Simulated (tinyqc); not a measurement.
## Via and link resistance from two via chains

Problem. A chain of 2000 vias joined by 2000 metal links has R = 2000 (Rv + Rlink), with Rlink proportional to the link length. Find Rv, Rlink for length L, and the value of Rv that the short chain would give if the links were ignored.

resistance of chains of 2000 links with link lengths L and 3 L (ohm): 96000  1.56e5

Answer. R per link is a straight line in the link length; its intercept at zero length is Rv.

Rv = 33.00 ohm
Rlink = 15.00 ohm
Rv without correction = 48.00 ohm

Numbers from tinyqc (`OMP_NUM_THREADS=1 python tinyqc.py 2750051 2750052 out.jsonl`; about 0.01 s on one thread of a shared Intel Xeon 2.30GHz).
